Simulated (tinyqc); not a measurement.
Metal-interlayer-semiconductor contact, depinning against tunnelling resistance: contact resistivity against the temperature.

Zero bias, n-type semiconductor. Gap states at the semiconductor surface thin out as exp(-be ti), which unpins the barrier; electrons must then cross the interlayer (a rectangular barrier, no voltage drop across it) and the parabolic depleted layer, both by WKB. Energies E are counted from the Fermi level; no image force, parabolic bands.

Nc is given at 300 K and scales as (T/300 K)^1.5. S = 1/(1 + (1/S0 - 1) exp(-be ti)); phiB = S (phiM - chi) + (1 - S)(Eg - E0); xi = Ec - EF deep inside, from Nd = Nc F(-xi/Vt), F(x) = (2/sqrt(pi)) int_0^infinity sqrt(u) du/(1 + exp(u - x)); band bending U = phiB - xi; E00 = (hbar/2) sqrt(Nd/(eps0 eps_r mt m0)) in volts; A = 4 pi q mA m0 kB^2/h^3. With U = phiB - xi: for xi < E < phiB, y = (E - xi)/U and G1 = (U/E00) [sqrt(1 - y) - y ln((1 + sqrt(1 - y))/sqrt(y))], G1 = 0 above phiB; G2 = 2 ti sqrt(mi max(phiB + dE - E, 0)/C), C = hbar^2/(2 m0); f = 1/(1 + exp(E/Vt)); 1/rho_c = (A T^2/Vt^2) times the integral of exp(-G1 - G2) f over E from xi upwards. Shares under 0.001 % are printed as 0; rows without band bending are left out.

Values chosen for this exercise; semiconductor values close to those of silicon; interlayer mass of the order of that in strontium titanate, offset chosen freely:
- Eg = 1.13 eV (band gap)
- eps_r = 11.9 (relative permittivity)
- chi = 3.98 eV (electron affinity)
- Nc = 2.8e19 cm^-3 (conduction-band density of states at the reference temperature)
- mt = 0.191 m0 (tunnelling mass in the semiconductor)
- mA = 2.03 m0 (Richardson mass)
- Nd = 8.1e19 cm^-3 (donor density)
- E0 = 0.35 eV (charge-neutrality level above the valence band)
- S0 = 0.27 (pinning factor without interlayer)
- phiM = 3.97 eV (metal work function)
- ti = 1.3 nm (interlayer thickness)
- dE = 0.16 eV (conduction-band offset of the interlayer above the semiconductor)
- mi = 0.6 m0 (tunnelling mass in the interlayer)
- be = 1.9 1/nm (decay constant of gap states through the interlayer)

Constants: q = 1.602176634e-19 C, kB = 1.380649e-23 J/K, eps0 = 8.8541878128e-12 F/m, hbar = 1.054571817e-34 J s, h = 6.62607015e-34 J s, m0 = 9.1093837015e-31 kg, Vt = kB T/q, hbar^2/(2 m0) = 0.0380998212 eV nm^2. Results are converted to the units shown.

The same in every row: S = 0.814; phiB (eV) = 0.137.

Results:

| T (K) | E00/Vt | rho_c (ohm cm^2) | rho_c with G2 = 0 (ohm cm^2) | peak of the integrand (eV) | share above phiB (%) |
|---|---|---|---|---|---|
| 150 | 8.57 | 4.90e-7 | 1.55e-9 | -0.0125 | 0.0101 |
| 250 | 5.14 | 3.91e-7 | 1.47e-9 | -0.00431 | 1.15 |
| 300 | 4.29 | 3.36e-7 | 1.42e-9 | 0.00316 | 4.01 |
| 350 | 3.67 | 2.79e-7 | 1.37e-9 | 0.0128 | 9.98 |
| 400 | 3.22 | 2.22e-7 | 1.32e-9 | 0.0247 | 19.7 |
| 450 | 2.86 | 1.70e-7 | 1.27e-9 | 0.0389 | 32.2 |
| 500 | 2.57 | 1.25e-7 | 1.23e-9 | 0.297 | 45.6 |

Estimate the missing row, T = 200 K.

Computed row:

| T (K) | E00/Vt | rho_c (ohm cm^2) | rho_c with G2 = 0 (ohm cm^2) | peak of the integrand (eV) | share above phiB (%) |
|---|---|---|---|---|---|
| 200 | 6.43 | 4.44e-7 | 1.51e-9 | -0.00958 | 0.189 |

With this row back in the table: As T goes from 150 to 500, phiB stays at 0.137 eV and rho_c falls from 4.90e-7 to 1.25e-7 ohm cm^2. The ratio of rho_c to its value with G2 = 0 runs from 317 to 102.

Numbers from tinyqc (`OMP_NUM_THREADS=1 python tinyqc.py 2270134 2270135 out.jsonl`; about 0.04 s on one thread of a shared Intel Xeon 2.30GHz).
